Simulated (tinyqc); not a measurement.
Inside a calculation: conductance of a narrow metal strip with scatterers (square lattice, Green functions). Values are carried at full precision from step to step, so a last printed digit may differ when a step is redone from the rounded ones.

A strip of W sites across with hard walls, site energy 0 and hopping -t. Mode n = 1 to W has profile chi_n(j) = sqrt(2/(W + 1)) sin(n j pi/(W + 1)) and energy en = -2t cos(n pi/(W + 1)); E = en - 2t cos(kn a). With z_n = exp(i kn a) (Im k > 0 for closed modes, |z| < 1) each lead gives the self-energy -t z_n in mode n. One column carries the site energies v, here one foreign atom. In the mode basis V_nm = sum_j chi_n(j) v_j chi_m(j), G = (E - en + 2 t z_n - V)^-1, and t_nm = 2t sqrt(sin(kn a) sin(km a)) G_nm in size for open modes. T = sum |t_nm|^2, conductance (2e^2/h) T.

Constants: e^2/h = 3.874045865e-05 S.

Values chosen for the exercise (hopping and spacing of the size met in Cu or Al; the lattice is a model; shifted at random, so the results belong to these values and not to a real crystal):
- t = 0.99 eV (hopping)
- a = 2.49 angstrom (spacing)
- W = 4 (sites across)
- E = 0.2 eV (Fermi energy)
- v = (0, 0, -2.4, 0) eV (site energies in the scattering column)

## Modes at the Fermi energy

For each n: en, cos(kn a) = (en - E)/(2t), z_n and the velocity 2 t a sin(kn a) (zero if closed).

Modes:

| n | en (eV) | cos(k a) | z | dE/dk (eV angstrom) |
|---|---|---|---|---|
| 1 | -1.6019 | -0.91003 | -0.91003+0.41455i | 2.0438 |
| 2 | -0.6119 | -0.41003 | -0.41003+0.91207i | 4.4967 |
| 3 | 0.6119 | 0.20801 | 0.20801+0.97813i | 4.8224 |
| 4 | 1.6019 | 0.70801 | 0.70801+0.70621i | 3.4817 |

4 of 4 modes are open, so the clean strip has a resistance of 3227 ohm, whatever its length.

## The scatterer in the mode basis

Form V_nm.

V (eV):
```
         n=1      n=2      n=3      n=4
n=1  -0.8683   0.5367   0.5367  -0.8683
n=2   0.5367  -0.3317  -0.3317   0.5367
n=3   0.5367  -0.3317  -0.3317   0.5367
n=4  -0.8683   0.5367   0.5367  -0.8683
```

A single site couples every mode that has amplitude on it.

## Green function and transmission

E - en + 2 t z_n = 2t (z_n - cos(kn a)). Invert, form |t_nm|^2 = (2t)^2 Im(z_n) Im(z_m) |G_nm|^2 and sum. The added resistance is 1/(2 (e^2/h) T) less the same for the clean strip.

G (1/eV):
```
                 n=1              n=2              n=3              n=4
n=1   0.2509-0.7080i  -0.0705-0.1434i  -0.0657-0.1337i   0.1473+0.2996i
n=2  -0.0705-0.1434i   0.0198-0.5135i   0.0185+0.0375i  -0.0414-0.0842i
n=3  -0.0657-0.1337i   0.0185+0.0375i   0.0172-0.4813i  -0.0386-0.0785i
n=4   0.1473+0.2996i  -0.0414-0.0842i  -0.0386-0.0785i   0.0865-0.5393i
```

|t_nm|^2:
```
        n=1     n=2     n=3     n=4
n=1  0.3801  0.0378  0.0353  0.1279
n=2  0.0378  0.8611  0.0061  0.0222
n=3  0.0353  0.0061  0.8701  0.0207
n=4  0.1279  0.0222  0.0207  0.5833
```

T = 3.1947
added resistance = 813 ohm

Mode 1 passes least (0.581) and mode 3 most (0.932); 15.7 % of the transmitted flux changes mode.

## Checks

- Transmitted plus reflected flux against the number of open modes: both 4.00000.

Run: tinyqc, `OMP_NUM_THREADS=1 python tinyqc.py 1480486 1480487 out.jsonl`; Intel(R) Xeon(R) Processor @ 2.30GHz, one thread, shared host; about 0.01 s of CPU time with all checks.
